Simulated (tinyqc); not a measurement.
Inside a calculation: thin-body film or fin with hard walls, valleys of the Si type. Values are carried at full precision from step to step, so a last printed digit may differ when a step is redone from the rounded ones.

Six ellipsoidal valleys with their long axes along the cube axes, mass ml along the axis and mt across it. For a valley whose axis makes the angle theta with the surface normal, 1/m_z = cos^2(theta)/ml + sin^2(theta)/mt sets the confinement; in the plane the masses are m_1 = mt and m_2 = ml mt/m_z, and m_d = sqrt(m_1 m_2).

Constants: hbar^2/2m0 = 3.80998211 eV angstrom^2; kB = 8.617333262e-05 eV/K.

Inputs chosen for the exercise (near those of Si; the results hold for these values, not for the real material): ml = 0.912 m0 (longitudinal mass); mt = 0.194 m0 (transverse mass); face = 111 (face of the film or side wall of the fin); t = 32 angstrom (body thickness); T = 77 K (temperature); g_all = 6 (number of valleys); Ns = 3.2 x 1e12/cm^2 (sheet density in the on state); alpha = 0.52 1/eV (non-parabolicity).

## Valley masses for the (111) face

Group the valleys by their angle to the normal, heaviest m_z first.

Valleys (masses in m0):

| valleys g | cos^2(theta) | m_z | m_1 | m_2 | m_d |
|---|---|---|---|---|---|
| 6 | 0.33333 | 0.26302 | 0.19400 | 0.67267 | 0.36124 |

## Subband edges

A film of thickness t between hard walls, flat band inside: E_n = c (n pi/t)^2/m_z above the bulk edge, c = hbar^2/2m0. Without degeneracy the sheet density is N2 exp((EF - Ec)/kB T) with N2 = sum_i g m_d/(2 pi c) kB T exp(-E_i/kB T) over n = 1 to 40 of each group; a classical film has t Nc with Nc = 2 g_all (m_dos kB T/(4 pi c))^(3/2), m_dos = (ml mt^2)^(1/3). The threshold shift is dVt = kB T ln(t Nc/N2).

The seven lowest levels of all groups together; primes mark the lighter m_z.

Subbands:

| label | valleys g | E (eV) |
|---|---|---|
| 1 | 6 | 0.1396 |
| 2 | 6 | 0.5585 |
| 3 | 6 | 1.2565 |
| 4 | 6 | 2.2338 |
| 5 | 6 | 3.4903 |
| 6 | 6 | 5.0261 |
| 7 | 6 | 6.8410 |

The second subband, 2, lies 418.8 meV above the first, 63.1 kB T at 77 K.

## Effective density of states and threshold shift

Sum the subbands; 1/angstrom^2 = 1e16/cm^2 and 1/angstrom^3 = 1e24/cm^3.

terms of N2 by group (1e12/cm^2): 4.373e-09

Nc = 0.363 x 1e19/cm^3
t Nc = 1.161 x 1e12/cm^2
dVt = 128.7 mV

Confinement leaves 3.8e-07 % of the classical states.

## Filling at a given sheet density

n_i = g m_d/(2 pi c) kB T ln(1 + exp((EF - E_i)/kB T)) over the levels listed; solve sum n_i = Ns (1e12/cm^2 = 1e-4/angstrom^2); the band bending of the charge itself is left out. c = hbar^2/2m0.

EF = 0.1373 eV

n_i in the order of the list (1e12/cm^2): 3.200  0.000  0.000  0.000  0.000  0.000  0.000

The fullest subband is 1, with 100 %.

## Non-parabolic correction

Each level E0 of the list is replaced by the root of E (1 + alpha E) = E0.

Levels (eV):

| label | parabolic | corrected |
|---|---|---|
| 1 | 0.1396 | 0.1307 |
| 2 | 0.5585 | 0.4521 |
| 3 | 1.2565 | 0.8663 |
| 4 | 2.2338 | 1.3233 |
| 5 | 3.4903 | 1.8019 |
| 6 | 5.0261 | 2.2927 |
| 7 | 6.8410 | 2.7908 |

The lowest level drops by 8.9 meV. Levels above about 1 eV (4 here) lie outside the range of the valley model.

## Checks

- N2 of a 3000 angstrom film, summed over n to convergence, plus the half-term of the walls against t Nc, 1/angstrom^2: both 0.010882.

Program tinyqc; command `OMP_NUM_THREADS=1 python tinyqc.py 1280989 1280990 out.jsonl`; about 0.01 s on one thread of a shared Intel(R) Xeon(R) Processor @ 2.30GHz.
